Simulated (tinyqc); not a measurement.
Inside a calculation. Method: Pariser-Parr-Pople SCF with singles CI, for the molecule NC1=CC=C2C=CC=C12 (SMILES; centres numbered as the heavy atoms are written). Computed by tinyqc, a small Python program that keeps every step. Settings: charge = 0, gamma = Ohno, start = huckel, damping = 0.5, iteration cap = 65, excitations kept = 4. Command: `OMP_NUM_THREADS=1 python tinyqc.py 22344 22345 out.jsonl` (the two numbers bound the seeds that draw the settings). One thread of a shared host (Intel(R) Xeon(R) Processor @ 2.60GHz), about 0.02 s of CPU time with the checks. Later iterations appear only in the table of the cycle.

## PPP integrals

Centres (angstrom, eV; a flat drawing with bonds scaled to 1.40 angstrom):
```
centre          x          y  core charge z          W   gamma_rr
1N      -2.291000   1.416000              2  23.720000  16.150000
2C      -1.379000   0.355000              1  10.930000  10.670000
3C      -1.701000  -1.008000              1  10.930000  10.670000
4C      -0.505000  -1.735000              1  10.930000  10.670000
5C       0.556000  -0.823000              1  10.930000  10.670000
6C       1.952000  -0.709000              1  10.930000  10.670000
7C       2.274000   0.654000              1  10.930000  10.670000
8C       1.078000   1.381000              1  10.930000  10.670000
9C       0.017000   0.469000              1  10.930000  10.670000
```

Resonance integrals (eV):
```
i  j       beta
1  2  -2.440000
2  3  -2.600000
3  4  -2.600000
4  5  -2.600000
5  6  -2.600000
6  7  -2.600000
7  8  -2.600000
8  9  -2.600000
9  2  -2.600000
9  5  -2.600000
```

Ohno: gamma = 14.399645/sqrt(R^2 + a^2), a = 2 x 14.399645/(gamma_rr + gamma_ss); H_rr = -W_r - sum_(s != r) z_s gamma_rs; H_rs = beta for bonds.

repulsion gamma_rs (eV), order 1N, 2C, 3C, 4C, 5C, 6C, 7C, 8C, 9C:
```
[[16.150000, 8.164621, 5.301689, 3.811666, 3.811675, 2.959626, 3.030805, 4.072113, 5.301762],
 [8.164621, 10.670000, 7.403710, 5.460821, 5.460847, 3.841760, 3.686757, 4.823847, 7.403359],
 [5.301689, 7.403710, 10.670000, 7.406166, 5.462275, 3.686757, 3.189375, 3.687198, 5.460398],
 [3.811666, 5.460821, 7.406166, 10.670000, 7.407616, 4.823847, 3.687198, 3.843444, 5.461558],
 [3.811675, 5.460847, 5.462275, 7.407616, 10.670000, 7.403359, 5.460398, 5.461558, 7.405343],
 [2.959626, 3.841760, 3.686757, 4.823847, 7.403359, 10.670000, 7.403710, 5.460821, 5.460847],
 [3.030805, 3.686757, 3.189375, 3.687198, 5.460398, 7.403710, 10.670000, 7.406166, 5.462275],
 [4.072113, 4.823847, 3.687198, 3.843444, 5.461558, 5.460821, 7.406166, 10.670000, 7.407616],
 [5.301762, 7.403359, 5.460398, 5.461558, 7.405343, 5.460847, 5.462275, 7.407616, 10.670000]]
```

core matrix H (eV), order 1N, 2C, 3C, 4C, 5C, 6C, 7C, 8C, 9C:
```
[[-60.173957, -2.440000, 0.000000, 0.000000, 0.000000, 0.000000, 0.000000, 0.000000, 0.000000],
 [-2.440000, -65.340343, -2.600000, 0.000000, 0.000000, 0.000000, 0.000000, 0.000000, -2.600000],
 [0.000000, -2.600000, -57.829257, -2.600000, 0.000000, 0.000000, 0.000000, 0.000000, 0.000000],
 [0.000000, 0.000000, -2.600000, -56.643981, -2.600000, 0.000000, 0.000000, 0.000000, 0.000000],
 [0.000000, 0.000000, 0.000000, -2.600000, -62.614746, -2.600000, 0.000000, 0.000000, -2.600000],
 [0.000000, 0.000000, 0.000000, 0.000000, -2.600000, -54.930354, -2.600000, 0.000000, 0.000000],
 [0.000000, 0.000000, 0.000000, 0.000000, 0.000000, -2.600000, -53.287489, -2.600000, 0.000000],
 [0.000000, 0.000000, 0.000000, 0.000000, 0.000000, 0.000000, -2.600000, -57.164876, -2.600000],
 [0.000000, -2.600000, 0.000000, 0.000000, -2.600000, 0.000000, 0.000000, -2.600000, -65.594920]]
```

## Starting guess

pi electrons, sum of z_r less the charge = 10

Orbitals of the Hueckel matrix of the beta values.

P at the start, order 1N, 2C, 3C, 4C, 5C, 6C, 7C, 8C, 9C:
```
[[0.970443, 0.795766, 0.036581, -0.375726, -0.080848, 0.309239, 0.024811, -0.347211, 0.006185],
 [0.795766, 1.016013, 0.447584, -0.047170, -0.064255, -0.059712, -0.040462, 0.033029, 0.391818],
 [0.036581, 0.447584, 1.152438, 0.792665, -0.185379, -0.178827, 0.166219, 0.072882, -0.217924],
 [-0.375726, -0.047170, 0.792665, 1.014229, 0.460168, 0.040552, -0.065484, -0.084734, -0.056732],
 [-0.080848, -0.064255, -0.185379, 0.460168, 1.183429, 0.573512, -0.210401, -0.195098, 0.546188],
 [0.309239, -0.059712, -0.178827, 0.040552, 0.573512, 1.148574, 0.660084, -0.183798, -0.216099],
 [0.024811, -0.040462, 0.166219, -0.065484, -0.210401, 0.660084, 1.175177, 0.639083, -0.216186],
 [-0.347211, 0.033029, 0.072882, -0.084734, -0.195098, -0.183798, 0.639083, 1.142789, 0.604319],
 [0.006185, 0.391818, -0.217924, -0.056732, 0.546188, -0.216099, -0.216186, 0.604319, 1.196907]]
```

## Iteration 1: Fock matrix

F_rr = H_rr + P_rr gamma_rr / 2 + sum_(s != r) P_ss gamma_rs; F_rs = H_rs - P_rs gamma_rs / 2; E = tr P (H + F) / 2 + core repulsion sum_(r<s) z_r z_s gamma_rs.

F (eV), order 1N, 2C, 3C, 4C, 5C, 6C, 7C, 8C, 9C:
```
[[-11.595283, -5.688564, -0.096969, 0.716071, 0.154083, -0.457617, -0.037598, 0.706942, -0.016397],
 [-5.688564, -8.344337, -4.256890, 0.128795, 0.175444, 0.114700, 0.074586, -0.079662, -4.050386],
 [-0.096969, -4.256890, -6.306108, -5.535303, 0.506296, 0.329646, -0.265067, -0.134365, 0.594977],
 [0.716071, 0.128795, -5.535303, -3.881385, -4.304374, -0.097808, 0.120725, 0.162835, 0.154922],
 [0.154083, 0.175444, 0.506296, -4.304374, -3.220734, -4.722957, 0.574437, 0.532768, -4.622355],
 [-0.457617, 0.114700, 0.329646, -0.097808, -4.722957, -2.647325, -5.043536, 0.501844, 0.590042],
 [-0.037598, 0.074586, -0.265067, 0.120725, 0.574437, -5.043536, -2.948456, -4.966577, 0.590435],
 [0.706942, -0.079662, -0.134365, 0.162835, 0.532768, 0.501844, -4.966577, -3.762542, -4.838282],
 [-0.016397, -4.050386, 0.594977, 0.154922, -4.622355, 0.590042, 0.590435, -4.838282, -4.790041]]
```

pi energy = -138.405433 eV

## Iteration 1: orbitals and new P

Diagonalise F (the basis is taken as orthonormal) and form P = 2 sum c c over the lowest orbitals; 0.5 of the old P is kept.

orbital energies (eV): [-17.322753, -12.852407, -11.128719, -8.541447, -7.711520, -3.118852, 2.314328, 4.948362, 5.916799]

P after iteration 1, order 1N, 2C, 3C, 4C, 5C, 6C, 7C, 8C, 9C:
```
[[1.253040, 0.715600, -0.057182, -0.310607, -0.033107, 0.307282, 0.049544, -0.331357, -0.080231],
 [0.715600, 0.998469, 0.463039, 0.008082, -0.077503, -0.164004, -0.065736, 0.130378, 0.431775],
 [-0.057182, 0.463039, 1.211102, 0.762238, -0.191596, -0.148672, 0.154662, 0.062427, -0.235038],
 [-0.310607, 0.008082, 0.762238, 0.918374, 0.480024, 0.137359, -0.065162, -0.161664, -0.054974],
 [-0.033107, -0.077503, -0.191596, 0.480024, 1.167398, 0.568242, -0.188582, -0.208524, 0.540310],
 [0.307282, -0.164004, -0.148672, 0.137359, 0.568242, 1.028703, 0.650856, -0.076922, -0.191836],
 [0.049544, -0.065736, 0.154662, -0.065162, -0.188582, 0.650856, 1.151316, 0.659172, -0.213425],
 [-0.331357, 0.130378, 0.062427, -0.161664, -0.208524, -0.076922, 0.659172, 1.063557, 0.565394],
 [-0.080231, 0.431775, -0.235038, -0.054974, 0.540310, -0.191836, -0.213425, 0.565394, 1.208041]]
```

## Iteration 2: Fock matrix

As before.

F (eV), order 1N, 2C, 3C, 4C, 5C, 6C, 7C, 8C, 9C:
```
[[-10.262713, -5.361301, 0.151581, 0.591965, 0.063096, -0.454720, -0.075079, 0.674662, 0.212682],
 [-5.361301, -7.155556, -4.314103, -0.022068, 0.211616, 0.315031, 0.121176, -0.314462, -4.198294],
 [0.151581, -4.314103, -6.171659, -5.422631, 0.523276, 0.274059, -0.246637, -0.115090, 0.641701],
 [0.591965, -0.022068, -5.422631, -4.005624, -4.377917, -0.331298, 0.120132, 0.310672, 0.150123],
 [0.063096, 0.211616, 0.523276, -4.377917, -4.082539, -4.703451, 0.514867, 0.569433, -4.600591],
 [-0.454720, 0.315031, 0.274059, -0.331298, -4.703451, -3.431184, -5.009376, 0.210027, 0.523794],
 [-0.075079, 0.121176, -0.246637, 0.120132, 0.514867, -5.009376, -3.951293, -5.040969, 0.582894],
 [0.674662, -0.314462, -0.115090, 0.310672, 0.569433, 0.210027, -5.040969, -4.107611, -4.694110],
 [0.212682, -4.198294, 0.641701, 0.150123, -4.600591, 0.523794, 0.582894, -4.694110, -5.056027]]
```

pi energy = -139.588246 eV

## Iteration 2: orbitals and new P

As before.

orbital energies (eV): [-16.129279, -13.041045, -11.256920, -8.915038, -8.358545, -2.428850, 2.428210, 4.373530, 5.103730]

P after iteration 2, order 1N, 2C, 3C, 4C, 5C, 6C, 7C, 8C, 9C:
```
[[1.391440, 0.684072, -0.105983, -0.276317, -0.011839, 0.298530, 0.057004, -0.321058, -0.120945],
 [0.684072, 0.975198, 0.469665, 0.040225, -0.081338, -0.207670, -0.070758, 0.177878, 0.446551],
 [-0.105983, 0.469665, 1.239696, 0.750001, -0.196570, -0.138153, 0.144745, 0.057651, -0.234810],
 [-0.276317, 0.040225, 0.750001, 0.868145, 0.485427, 0.185222, -0.064923, -0.198706, -0.058032],
 [-0.011839, -0.081338, -0.196570, 0.485427, 1.168096, 0.568400, -0.182126, -0.214726, 0.534591],
 [0.298530, -0.207670, -0.138153, 0.185222, 0.568400, 0.974761, 0.648973, -0.027833, -0.187481],
 [0.057004, -0.070758, 0.144745, -0.064923, -0.182126, 0.648973, 1.147009, 0.665871, -0.213295],
 [-0.321058, 0.177878, 0.057651, -0.198706, -0.214726, -0.027833, 0.665871, 1.017918, 0.552826],
 [-0.120945, 0.446551, -0.234810, -0.058032, 0.534591, -0.187481, -0.213295, 0.552826, 1.217736]]
```

## Iteration 3: Fock matrix

As before.

F (eV), order 1N, 2C, 3C, 4C, 5C, 6C, 7C, 8C, 9C:
```
[[-9.679477, -5.232593, 0.280946, 0.526614, 0.022563, -0.441769, -0.086385, 0.653693, 0.320611],
 [-5.232593, -6.579991, -4.338631, -0.109831, 0.222087, 0.398910, 0.130434, -0.429029, -4.252990],
 [0.280946, -4.338631, -6.153783, -5.377316, 0.536861, 0.254669, -0.230822, -0.106285, 0.641078],
 [0.526614, -0.109831, -5.377316, -4.054742, -4.397928, -0.446741, 0.119693, 0.381858, 0.158471],
 [0.022563, 0.222087, 0.536861, -4.397928, -4.494576, -4.704034, 0.497239, 0.586370, -4.579413],
 [-0.441769, 0.398910, 0.254669, -0.446741, -4.704034, -3.758628, -5.002405, 0.075995, 0.511902],
 [-0.086385, 0.130434, -0.230822, 0.119693, 0.497239, -5.002405, -4.415216, -5.065776, 0.582538],
 [0.653693, -0.429029, -0.106285, 0.381858, 0.586370, 0.075995, -5.065776, -4.238221, -4.647562],
 [0.320611, -4.252990, 0.641078, 0.158471, -4.579413, 0.511902, 0.582538, -4.647562, -5.212013]]
```

pi energy = -140.171799 eV

## Iteration 3: orbitals and new P

As before.

orbital energies (eV): [-15.743356, -13.088526, -11.310324, -9.058320, -8.624104, -2.128153, 2.462536, 4.122058, 4.781543]

P after iteration 3, order 1N, 2C, 3C, 4C, 5C, 6C, 7C, 8C, 9C:
```
[[1.461554, 0.672019, -0.132755, -0.256250, -0.001783, 0.288819, 0.058460, -0.313213, -0.140681],
 [0.672019, 0.955354, 0.472355, 0.058925, -0.082336, -0.225425, -0.069602, 0.201028, 0.451076],
 [-0.132755, 0.472355, 1.254968, 0.744920, -0.200337, -0.134702, 0.137387, 0.055277, -0.229098],
 [-0.256250, 0.058925, 0.744920, 0.840656, 0.486008, 0.210008, -0.064632, -0.217199, -0.061934],
 [-0.001783, -0.082336, -0.200337, 0.486008, 1.173864, 0.569686, -0.181345, -0.217253, 0.529676],
 [0.288819, -0.225425, -0.134702, 0.210008, 0.569686, 0.948477, 0.649175, -0.004191, -0.189234],
 [0.058460, -0.069602, 0.137387, -0.064632, -0.181345, 0.649175, 1.149395, 0.667447, -0.213601],
 [-0.313213, 0.201028, 0.055277, -0.217199, -0.217253, -0.004191, 0.667447, 0.990270, 0.550491],
 [-0.140681, 0.451076, -0.229098, -0.061934, 0.529676, -0.189234, -0.213601, 0.550491, 1.225462]]
```

## Convergence

Stop when output and input P, before any damping, agree to 1e-7.

Course of the cycle:
```
iteration         E (eV)  largest |P(out) - P(in)|
1          -138.40543270                  5.65e-01
2          -139.58824620                  2.77e-01
3          -140.17179911                  1.40e-01
4          -140.47222229                  7.31e-02
5          -140.62943536                  3.93e-02
6          -140.71224258                  2.18e-02
7          -140.75599467                  1.25e-02
8          -140.77916795                  8.27e-03
9          -140.79147949                  5.89e-03
10         -140.79805046                  4.20e-03
11         -140.80158196                  3.00e-03
...                  ...                       ...
55         -140.80619117                  2.83e-05
56         -140.80619121                  2.58e-05
57         -140.80619125                  2.35e-05
58         -140.80619127                  2.14e-05
59         -140.80619130                  1.95e-05
60         -140.80619132                  1.78e-05
61         -140.80619133                  1.62e-05
62         -140.80619134                  1.48e-05
63         -140.80619136                  1.35e-05
64         -140.80619136                  1.23e-05
65         -140.80619137                  1.12e-05
```

Not converged within 65 iterations: the residual falls steadily but slowly, by a factor of about 0.91 a step. Reruns (cap 100 unless said): damping 0: converged in 56 (E = -140.80619); the original settings with a cap of 400: converged in 116 (E = -140.80619).
